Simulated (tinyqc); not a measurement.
Crystal pulling from the melt: segregation, interface stability, heat balance and point-defect regime: one step, computed by the program tinyqc. Command: `OMP_NUM_THREADS=1 python tinyqc.py 3005305 3005306 out.jsonl pull walk`. One thread of a shared host (Intel(R) Xeon(R) Processor @ 2.30GHz), about 0.01 s of CPU time with the checks.

A dilute solute; steady pulling with a flat interface unless it is found unstable.

Task: Constitutional supercooling. Liquidus slope per concentration (van 't Hoff): |m| = k_B T_m^2 (1 - k0)/L. Solute gradient at the interface: G_C = (V/D) C_s (1 - k0)/k0. Constitutional supercooling sets in when |m| G_C > G_L. Critical C_s from the equality.

Inputs (values chosen for the exercise, modelled on phosphorus in silicon): equilibrium coefficient k0 = 0.34; diffusivity in the melt D = 0.00028 cm^2/s; pull rate V = 1.1 mm/min; gradient in the melt G_L = 10 K/cm; latent heat per volume L = 4120 J/cm^3; melting point T_m = 1685 K.

C_s = 1.700165e+17 1/cm^3

Constants: k_B = 1.380649e-23 J/K.

Give: |m|; |m| G_C; critical C_s; ratio |m| G_C/G_L.

Result:

|m| = 6.280e-21 K cm^3

|m| G_C = 0.01357 K/cm

critical C_s = 1.253e+20 1/cm^3

ratio |m| G_C/G_L = 0.001357

The interface is stable by this test, with a margin of 740.
